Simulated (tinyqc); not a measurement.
Resistance of a source-drain extension with a graded tip: two steps of the calculation.

y runs along the channel, the gate covers y > 0. The doping is N0 for y < y0 and N0 10^(-(y - y0)/la) beyond, uniform over the depth xj. Sheet conductance s(y) = q mu(N) max(N - Nch, 0) xj + (for y > 0) ma Cox Vo, with mu(N) = u0 + (u1 - u0)/(1 + (N/Nr)^au) and Cox = eps0 eox/tox. Current is taken as one-dimensional; depletion of the tip, spreading and the contact are left out. The metallurgical junction lies at yj, where N = Nch.

Inputs (values chosen for the exercise); mobility law close to that of holes in silicon:
- eox = 3.9 (relative permittivity of the gate insulator (close to silicon dioxide))
- tox = 3.7 nm (insulator thickness)
- N0 = 2.8e20 cm^-3 (active doping of the extension far from the gate)
- la = 3.1 nm/decade (lateral abruptness)
- y0 = 2.7 nm (position under the gate where the fall begins (gate edge at 0))
- xj = 23 nm (depth of the extension)
- Nch = 3.1e18 cm^-3 (channel doping)
- Vo = 0.82 V (gate overdrive)
- ma = 52 cm^2/(V s) (mobility of the gate-induced layer)
- u1 = 470.5 cm^2/(V s) (mobility at low doping)
- u0 = 44.9 cm^2/(V s) (mobility at high doping)
- Nr = 2.23e17 cm^-3 (reference doping)
- au = 0.719 (exponent)
- Lg = 60 nm (gate length)

Constants: q = 1.602176634e-19 C, eps0 = 8.8541878128e-14 F/cm where lengths are in cm. Results are converted to the units shown.

Problem 1. Sheet resistances and junction position. yj = y0 + la log10(N0/Nch); sheet resistance of the full extension 1/[q mu(N0)(N0 - Nch) xj] and of the gate-induced layer 1/(ma Cox Vo); metallurgical length Lg - 2 yj; ye is where the doped and the gate-induced conductances are equal.

Find: yj; sheet resistance of the extension; sheet resistance of the induced layer; metallurgical length; ye; N at ye.

Solution 1.

yj = 8.763 nm
sheet resistance of the extension = 206.7 ohm/square
sheet resistance of the induced layer = 2.513e4 ohm/square
metallurgical length = 42.47 nm
ye = 8.323 nm
N at ye = 4.297e18 cm^-3

The gate takes over 0.440 nm before the junction, where N is still 1.39 times the channel doping.

Problem 2. Resistance of the overlapped part. Midpoint rule on 8 equal steps from 0 to yj: R_ov = sum h/s(y), per width.

Wanted: y; N; doped conductance; sheet resistance; R_ov.

Solution 2.

| point | y (nm) | N (cm^-3) | doped conductance (uS) | sheet resistance (ohm/square) |
|---|---|---|---|---|
| 0 | 0.54769 | 2.8000e20 | 4836.8 | 205.06 |
| 1 | 1.6431 | 2.8000e20 | 4836.8 | 205.06 |
| 2 | 2.7384 | 2.7212e20 | 4704.3 | 210.79 |
| 3 | 3.8338 | 1.2062e20 | 2142.0 | 458.33 |
| 4 | 4.9292 | 5.3465e19 | 984.04 | 976.72 |
| 5 | 6.0245 | 2.3699e19 | 449.81 | 2042.5 |
| 6 | 7.1199 | 1.0505e19 | 191.00 | 4332.8 |
| 7 | 8.2153 | 4.6562e18 | 50.428 | 11084 |

R_ov = 21.376 ohm um

tinyqc, about 0.06 s, one thread, Intel Xeon 2.30GHz (shared host): `OMP_NUM_THREADS=1 python tinyqc.py 2282090 2282091 out.jsonl`
